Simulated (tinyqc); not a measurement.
Inside a calculation (part 2 of 2). Method: G0W0 on RHF in the sto-6g basis, for H6, spin multiplicity 1. Computed by tinyqc, a small Python program that keeps every step (integrals from PySCF). Command: `OMP_NUM_THREADS=1 python tinyqc.py 20737 20738 out.jsonl` (the two numbers bound the seeds that draw the settings). One thread of a shared host (Intel(R) Xeon(R) Processor @ 2.60GHz), about 0.2 s of CPU time with the checks.

Geometry (angstrom):
```
atom         x         y         z
H     0.000000  0.000000  0.000000
H     0.000000  0.000000  1.000000
H     0.000000  0.000000  2.497000
H     0.000000  0.000000  3.497000
H     0.000000  0.000000  4.993000
H     0.000000  0.000000  5.994000
```

## G0W0 on Hartree-Fock: HOMO

orbital energies (hartree): MO1 -0.568627, MO2 -0.501836, MO3 -0.418103, MO4 0.297656, MO5 0.486424, MO6 0.695637

excitation energies w (hartree): [0.801756, 0.840276, 0.933113, 1.010125, 1.084055, 1.120710, 1.374690, 1.381048, 1.447903]

X + Y:
```
             1          2          3          4          5          6          7          8
1>4  -0.201720   0.000499   0.860297   0.001561   0.080955   0.000111  -0.254593   0.012962
1>5  -0.000118  -0.101261  -0.001181   0.519239  -0.002123   0.713765   0.019296   0.383034
1>6   0.135275   0.000222   0.161799   0.000589  -0.312357  -0.001027  -0.365317   0.019569
2>4  -0.002802   0.854057   0.000078  -0.317278  -0.000272   0.169578   0.010698   0.194987
2>5   0.267779   0.000311  -0.226898  -0.001421   0.730237   0.001975  -0.469898   0.024808
2>6  -0.000194  -0.048826  -0.000765   0.159373   0.000628  -0.602044   0.037868   0.742622
3>4   0.891445   0.002154   0.182556  -0.000742  -0.139771   0.000241   0.061338  -0.002614
3>5   0.000555   0.490536  -0.002249   0.728855   0.000607  -0.252984  -0.014454  -0.260486
3>6   0.057761  -0.000036   0.330305   0.002574   0.549226   0.000614   0.593665  -0.029598

             9
1>4  -0.179417
1>5  -0.000565
1>6   0.803767
2>4   0.000453
2>5   0.013604
2>6  -0.001274
3>4  -0.120898
3>5  -0.000472
3>6   0.368436
```

Given earlier and not repeated: Two-electron integrals over orbitals (pq|rs).

W(p,q,m) = sqrt2 sum_ia (pq|ia) (X+Y)_ia,m; Sigma_c(x) = sum_(i,m) W^2/(x - e_i + w_m) + sum_(a,m) W^2/(x - e_a - w_m); solve x = e_p + Sigma_c(x) by Newton steps; Z = 1/(1 - dSigma/dx); 1 hartree = 27.211386 eV.

The 12 largest terms at x = e_p (hartree; W for the signs of X + Y given):
```
q  m          W       term
6  7   0.122376  -0.006018
1  4  -0.081127   0.005671
5  8  -0.110891  -0.005380
4  9  -0.094601  -0.004136
2  1  -0.059268   0.003967
6  9   0.100117  -0.003913
4  1   0.057465  -0.002176
5  4   0.057600  -0.001733
3  4  -0.035658   0.001259
4  5  -0.045765  -0.001164
5  6  -0.043294  -0.000925
4  7   0.041735  -0.000833
```

Newton steps (hartree):
```
step          x  Sigma_c(x)         Z
0     -0.418103   -0.015538  0.975522
1     -0.433261   -0.015156  0.975350
2     -0.433259   -0.015156  0.975350
```

quasiparticle energy of the HOMO = -11.789590 eV

Hartree-Fock value = -11.377165 eV

## G0W0 on Hartree-Fock: LUMO

As before.

The 12 largest terms at x = e_p (hartree; W for the signs of X + Y given):
```
q  m          W       term
1  7  -0.118383   0.006254
2  8   0.109346   0.005483
6  4   0.081218  -0.004685
1  9  -0.098559   0.004198
3  9  -0.094601   0.004136
5  1   0.059198  -0.003538
3  1   0.057465   0.002176
2  4  -0.053480   0.001581
3  5  -0.045765   0.001164
2  6   0.046255   0.001114
1  3   0.042222   0.000991
4  4  -0.031386  -0.000975
```

Newton steps (hartree):
```
step         x  Sigma_c(x)         Z
0     0.297656    0.018077  0.976956
1     0.315316    0.017660  0.976910
2     0.315316    0.017660  0.976910
```

quasiparticle energy of the LUMO = 8.580174 eV

Hartree-Fock value = 8.099628 eV
